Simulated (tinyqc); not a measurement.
Changing the hydrogen carrier pressure p_H: microkinetic model of low-temperature epitaxy from hydride gases: adsorption, hydrogen desorption and rate control. Computed by tinyqc, a small Python program. Command: `OMP_NUM_THREADS=1 python tinyqc.py 3004842 3004843 out.jsonl hepi sweep`. One thread of a shared host (Intel(R) Xeon(R) Processor @ 2.30GHz), about 0.02 s of CPU time with the checks.

Each hydride molecule needs two free sites and leaves four hydrogen atoms, of which two leave at once as H2; theta is the hydrogen coverage, the site density is 6.78 per nm^2 and one layer is 1.358 angstrom thick.

Inputs (values chosen for the exercise, close to those used for silane and germane on Si(001)):
```
quantity                                           value  unit
silane pressure p_S                                0.099    Pa
sticking prefactor of silane s0                    0.042     -
adsorption barrier E_s                              0.26    eV
desorption prefactor nu_d                        4.9e+11   1/s
desorption energy on silicon E_d                    1.95    eV
sticking of hydrogen s_H                         2.5e-07     -
temperature T                                        760     C
germane pressure p_G                              0.0051    Pa
sticking ratio of germane to silane r_G              5.4     -
lowering of E_d per unit germanium fraction, dE     0.37    eV
```

Film: silicon-germanium. Order of hydrogen desorption: first.

Constants: k_B = 8.617333262e-05 eV/K; u = 1.6605390666e-27 kg; k_B = 1.380649e-23 J/K.

Method:
- Flux per site F = p/(sqrt(2 pi M k_B T) x 6.78e18 per m^2), M = 32.12 u (silane), 76.63 u (germane), 2.016 u (hydrogen); s = s0 exp(-E_s/(k_B T)); k_S = s F_S, k_G = r_G s F_G; germanium fraction x = k_G/(k_S + k_G); k = k_S + k_G; k_H = s_H F_H; k_d = nu_d exp(-(E_d - dE x)/(k_B T)).
- Temperatures in kelvin are T(C) + 273.15.
- With k the hydride and k_H the hydrogen adsorption rate on free pairs and k_d the desorption rate, steady state: 2 (k + k_H)(1 - theta)^2 = k_d theta; growth rate R = k (1 - theta)^2 layers/s; 1 layer/s = 8.148 nm/min.
- With c = 2 (k + k_H)/k_d the free share is 1 - theta = 2/(1 + sqrt(1 + 4c)).
- X_i = d ln R/d ln k_i at fixed other constants. With f = 1 - theta and a = 2/f + 1/theta: d ln f/d ln k_d = 1/(a f), so X_d = 2/(a f), X_k = 1 - X_d k/(k + k_H), X_H = -X_d k_H/(k + k_H); they sum to 1.

One run for each value:
```
hydrogen carrier pressure p_H (Pa)  growth rate G (nm/min)  hydrogen coverage theta  X_H (hydrogen adsorption)
1                                                   4.5620                  0.00396                -2.9622e-05
4                                                   4.5616                  0.00400                -1.1847e-04
20                                                  4.5595                  0.00424                -5.9194e-04
70                                                  4.5527                  0.00497                -2.0672e-03
300                                                 4.5221                  0.00833                -8.7706e-03
1000                                                4.4318                  0.01827                -2.8372e-02
6000                                                3.8958                  0.07956                -1.4115e-01
20000                                               2.9708                  0.19623                -3.2379e-01
100000                                              1.3823                  0.45173                -6.2069e-01
```

What does the table show, and why?

Over the rows, growth rate G (nm/min) falls from 4.56 to 1.38; hydrogen coverage theta rises from 0.00396 to 0.452 (exponent d ln y / d ln x 0.0080 between the first rows and 0.52 between the last); X_H (hydrogen adsorption) falls from -2.96e-5 to -0.621 (exponent d ln y / d ln x 1.00 between the first rows and 0.40 between the last). At the low end the exponent of growth rate G is 0.00, close to 0: carrier hydrogen plays no part.

Caution (rows 6000, 20000, 100000): at carrier pressures near or above 1e4 Pa gas-phase transport, left out here, begins to limit.
